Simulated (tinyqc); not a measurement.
# From one set of inputs to another, one input at a time

Model: Born-Mayer model of an ionic crystal AB. Computed by tinyqc, a small Python program. Command: `OMP_NUM_THREADS=1 python tinyqc.py 3011692 3011693 out.jsonl bornmayer ladder`. One thread of a shared host (Intel(R) Xeon(R) Processor @ 2.30GHz), about 0.02 s of CPU time with the checks.

Energies are per ion pair and r is the nearest distance of unlike ions.

The inputs printed are set A. Inputs not listed in the table keep their values of set A, so the rows need not describe a real material.

Inputs (values chosen for the exercise, for a model salt): ionic charge z = 1; unlike repulsion lambda = 442 eV; range rho = 0.338 angstrom; like repulsion lambda2 = 291 eV; dispersion C between like ions = 110 eV angstrom^6; pressure P = 0 GPa.

Structure: rock salt. Short range: with like-ion terms.

Constants: e^2/(4 pi eps_0) = 14.39964548 eV angstrom; 1 eV/angstrom^3 = 160.2176634 GPa.

Method:
- Madelung constant M, unlike neighbours z1, like neighbours z2 at f r, volume per pair: rock salt 1.747565, 6, 12, sqrt2, 2 r^3; caesium chloride 1.762675, 8, 6, 2/sqrt3, 8 r^3/(3 sqrt3); zinc blende 1.638055, 4, 12, sqrt(8/3), 16 r^3/(3 sqrt3).
- U(r) = -M z^2 e^2/(4 pi eps_0 r) + z1 lambda exp(-r/rho) + z2 [lambda2 exp(-f r/rho) - C/(f r)^6] (one mean like-ion term for both sublattices).
- Newton steps on g(r) = U'(r), from r = 9 rho: r(new) = r - U'(r)/U''(r), with the move limited to 0.3 angstrom. Where U'' is negative, move 0.3 angstrom downhill. Stop when |U'| is below 1e-9.
- B = U''(r0)/(9 c r0), with the volume written as c r^3.
- With the volume written as c r^3, under pressure take the root at the minimum of the enthalpy and solve U'(r) + 3 c r^2 P = 0; H = U + P V; B = (U'' - 2 U'/r)/(9 c r).

Each row keeps all changes above it:
```
input moved                                      from     to  equilibrium distance r0 (angstrom)  bulk modulus B (GPa)  volume at P (angstrom^3)
set A                                               -      -                              2.4536                 35.47                    29.543
dispersion C between like ions (eV angstrom^6)    110     18                              2.5919                 29.51                    34.826
ionic charge z                                      1      2                              1.9624                248.00                    15.115
unlike repulsion lambda (eV)                      442   2420                              2.7252                 99.32                    40.478
like repulsion lambda2 (eV)                       291    331                              2.7259                 99.34                    40.511
range rho (angstrom)                            0.338  0.331                              2.6597                109.11                    37.630
```

Which inputs carry the difference?

Equilibrium distance r0 goes from 2.45 to 2.66, a factor 1.08 in all. The largest single move comes from unlike repulsion lambda (a factor 1.39), and ionic charge z works against it (a factor 0.757). Bulk modulus B goes from 35.5 to 109, a factor 3.08 in all. The largest single move comes from ionic charge z (a factor 8.40), and unlike repulsion lambda works against it (a factor 0.400). Volume at P goes from 29.5 to 37.6, a factor 1.27 in all. The largest single move comes from unlike repulsion lambda (a factor 2.68), and ionic charge z works against it (a factor 0.434). The single moves hold for this order of the switches; the total does not depend on the order.

Extremes, crossings and ranges named in words are read from the listed rows.
